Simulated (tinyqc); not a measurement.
Out-diffusion of a doped substrate or buried layer into a growing epitaxial film: one step, computed by the program tinyqc.

x is counted from the original substrate surface into the film, whose surface moves as x = v t. Substrate dopant has one diffusivity; the dopant of the film is taken as uniform.

Question. Scales. D = D0 exp(-E/(k_B T)); growth time t = d/v; l = 2 sqrt(D t); growth number G = v t/l = d/l; 1 um = 1e-4 cm. Temperatures in kelvin are T(C) + 273.15.

Inputs (values chosen for the exercise, modelled on phosphorus in silicon):

| quantity | value | unit |
|---|---|---|
| prefactor D0 | 5.09 | cm^2/s |
| activation energy E | 3.64 | eV |
| growth rate v | 1.9 | um/min |
| film thickness d | 2 | um |
| growth temperature T | 975 | C |

Film doping: same type as the substrate.

Constants: k_B = 8.617333262e-05 eV/K.

Give: diffusivity D; growth time t; length l; growth number G.

Answer.

diffusivity D = 1.021e-14 cm^2/s

growth time t = 1.053 min

length l = 0.01606 um

growth number G = 124.5

The surface outruns diffusion, so the film acts as an infinite medium.
